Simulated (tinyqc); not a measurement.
Worked calculation: Froehlich polaron in a polar crystal. Computed by tinyqc, a small Python program that keeps every step. Command: `OMP_NUM_THREADS=1 python tinyqc.py 3010807 3010808 out.jsonl frohlich walk`. One thread of a shared host (Intel(R) Xeon(R) Processor @ 2.30GHz), about 0.07 s of CPU time with the checks. Intermediate numbers are printed to about 6 digits and carried at full precision; extremes and crossings named in words are read from the listed rows.

One electron in a parabolic band of mass m*, coupled to dispersionless LO phonons in the continuum model. Energies are in units of hbar omega unless marked, wave numbers in k_0 = sqrt(2 m* omega/hbar).

Inputs (values chosen for the exercise, for a model crystal):

| quantity | value | unit |
|---|---|---|
| band mass m* | 0.0555 | m_0 |
| LO phonon energy hbar omega | 58.9 | meV |
| eps_inf | 6.85 | - |
| static dielectric constant eps_s | 15.9 | - |
| temperature T | 300 | K |
| electron wave number k/k_0 | 0.64 | - |
| trial v | 3.5 | - |
| trial w | 1.9 | - |

Constants: hbar^2/(2 m_0) = 3.80998212 eV angstrom^2; e^2/(4 pi eps_0) = 14.39964548 eV angstrom; k_B = 8.617333262e-05 eV/K; hbar = 6.582119569e-16 eV s; e = 1.602176634e-19 C; m_0 = 9.1093837015e-31 kg.

## Coupling constant and length scale

1/eps* = 1/eps_inf - 1/eps_s; k_0 = sqrt(2 m* omega/hbar) = sqrt(m* hbar omega / (hbar^2/(2 m_0))) with m* in m_0; alpha = (e^2/(4 pi eps_0)) k_0/(2 eps* hbar omega); polaron length 1/k_0.

eps* = 12.0348

k_0 = 0.0292916 1/angstrom

coupling constant alpha = 0.297516

polaron length 1/k_0 = 34.1395 angstrom

Weak coupling: perturbation theory should serve.

## Second-order perturbation theory

At T = 0 and k < k_0: E(k) = (k/k_0)^2 - alpha arcsin(k/k_0)/(k/k_0); so E(0) = -alpha, 1/m_p = (1 - alpha/6)/m*, and the mean number of phonons in the cloud at k = 0 is alpha/2. The Lee-Low-Pines variational state gives the same E(0) and m_p = m* (1 + alpha/6).

energy shift at k = 0 = -17.5237 meV

E(k) = 0.0867497 hbar omega

m*/m_p, second order = 0.950414

m_p/m*, Lee-Low-Pines = 1.04959

phonons in the cloud = 0.148758

## Strong-coupling trial states

Landau-Pekar: the lattice follows the mean electron density. A Gaussian state exp(-b^2 r^2/2) gives E(b) = (3/2) b^2 - alpha b sqrt(2/pi) (b in k_0), minimised at b = alpha sqrt(2/pi)/3 to E = -alpha^2/(3 pi); a state exp(-b r) gives E(b) = b^2 - (5/8) alpha b, minimised at b = 5 alpha/16 to E = -25 alpha^2/256.

best b, Gaussian = 0.0791278 k_0

E, Gaussian = -0.00939180 hbar omega

best b, exponential = 0.0929737 k_0

E, exponential = -0.00864411 hbar omega

The Gaussian bound lies below -alpha only for alpha > 3 pi = 9.42; here it lies above, so the self-trapped state is the poorer bound.

## Feynman's energy at a trial point

Feynman's bound: E(v, w) = 3 (v - w)^2/(4 v) - (alpha v/sqrt(pi)) int_0^infinity e^-u D(u)^(-1/2) du, D = w^2 u + ((v^2 - w^2)/v)(1 - e^(-v u)); integrals by 80 Gauss-Legendre points in s from 0 to 1 with u = 40 s^2.

first term = 0.548571 hbar omega

E(v, w) = 0.192567 hbar omega

## Feynman's variational polaron

Minimise over v > w > 0 (simplex search); mass m_p/m* = 1 + (alpha v^3/(3 sqrt(pi))) int u^2 e^-u D^(-3/2) du.

best v = 3.03

best w = 2.96

E, Feynman = -0.298626 hbar omega

polaron energy, Feynman = -17.5891 meV

m_p/m*, Feynman = 1.052

The bound lies 0.4 % below -alpha, and the mass is 1.00 times the Lee-Low-Pines value.

## Mobility at low temperature

Scattering by absorption of an LO phonon: 1/tau = 2 alpha omega n, n = 1/(exp(hbar omega/(k_B T)) - 1); mu = e tau/m*, the weak-coupling result for k_B T well below hbar omega.

phonon occupation n = 0.114147

lifetime tau = 164.530 fs

mobility = 5214.02 cm^2/(V s)

Caution: this mobility formula holds for weak coupling and k_B T well below hbar omega, and it leaves out all other scattering.

## All approximations against the coupling

Other columns: second order -alpha; Landau-Pekar Gaussian -alpha^2/(3 pi); Lee-Low-Pines mass 1 + alpha/6. The polaron energy in meV uses the given hbar omega.

Energies (hbar omega) and masses (m*):

| alpha | second order | Gaussian | Feynman | Feynman (meV) | mass, LLP | mass, Feynman | v | w |
|---|---|---|---|---|---|---|---|---|
| 0.074 | -0.074 | -5.81022e-04 | -0.0740679 | -4.36260 | 1.01233 | 1.012 | 3.01 | 2.99 |
| 0.15 | -0.15 | -0.00238732 | -0.150280 | -8.85149 | 1.025 | 1.026 | 3.02 | 2.98 |
| 0.3 | -0.3 | -0.00954930 | -0.301129 | -17.7365 | 1.05 | 1.052 | 3.03 | 2.96 |
| 0.48 | -0.48 | -0.0244462 | -0.482917 | -28.4438 | 1.08 | 1.086 | 3.05 | 2.94 |
| 3.6 | -3.6 | -1.37510 | -3.80100 | -223.879 | 1.6 | 2.256 | 3.56 | 2.45 |
| 6.6 | -6.6 | -4.62186 | -7.53278 | -443.681 | 2.1 | 10.51 | 5.28 | 1.71 |
| 9.6 | -9.6 | -9.77848 | -12.6628 | -745.839 | 2.6 | 89.78 | 11.4 | 1.23 |
| 13 | -13 | -17.9315 | -20.7907 | -1224.57 | 3.16667 | 412.8 | 22.2 | 1.11 |

All three energies are upper bounds (-alpha through the Lee-Low-Pines state), and the Feynman value is the lowest in every row. It lies within 5 % of -alpha up to alpha = 0.48; at alpha = 13 it is 1.16 times the Gaussian value, whose alpha^2 law it approaches with a constant shift of about -3 ln 2 - 3/4 = -2.83 (here -2.86). The mass stays within 10 % of 1 + alpha/6 up to alpha = 0.48 and reaches 413 m* in the last row; w falls from 2.99 towards 1 while v grows to 22.2.

Checks made by the program: second-order shift against the integral -(2 alpha/pi) int dq/(1 + q^2) (relative difference below 1e-10); v = w reduces the bound to -alpha (relative difference 1e-10).
